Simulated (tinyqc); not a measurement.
Space-charge-limited current with shallow traps: one step of the calculation.

One carrier type, drift only, an injecting contact at x = 0 (zero field) and thickness L. The share th = y/(1 + y), y = (Nc/Nt) exp(-Et/kB T), of the injected charge is free: J = q mu n F, eps0 eps_r dF/dx = q (n - n0)/th.

Task. The exact current. Exact: with u = n0/n(L), w = -u - ln(1 - u) and v = -u - u^2/2 - ln(1 - u), V = (q n0 L^2/(th eps0 eps_r)) v/w^2 and J = q^2 n0^2 mu L/(th eps0 eps_r w). v/w^2 falls steadily with u, so u follows by bisection.

Values chosen for this exercise: temperature T = 300 K; relative permittivity eps_r = 4.9; mobility mu = 0.46 cm^2/(V s); thickness L = 5300 nm; band density of states Nc = 1e19 cm^-3; trap density Nt = 1.5e15 cm^-3; trap depth Et = 0.23 eV; free carrier density in equilibrium n0 = 1.9e12 cm^-3; voltage V = 7.1 V.

Constants: q = 1.602176634e-19 C, kB = 1.380649e-23 J/K, Vt = kB T/q, eps0 = 8.8541878128e-14 F/cm where lengths are in cm. Results are converted to the units shown.

Give: v/w^2; u; w; J; exit field over V/L.

Result.

v/w^2 = 17.18
u = 0.07420
w = 0.002897
J = 0.03768 A/cm^2
exit field over V/L = 1.490

J is 1.2 % below the plain sum of the two limits; the exit field lies between the ohmic 1 and the Mott-Gurney 1.5.

Range of the model: Diffusion and a field-dependent mobility are left out. With injecting contacts the diffusion current, about 4 pi^2 Vt th eps0 eps_r mu V/L^3, equals the Mott-Gurney current at V = 35 kB T/q (0.9 V at 300 K), so the drift-only result needs V well above that.

tinyqc, about 0.01 s, one thread, Intel Xeon 2.30GHz (shared host): `OMP_NUM_THREADS=1 python tinyqc.py 2370001 2370002 out.jsonl`
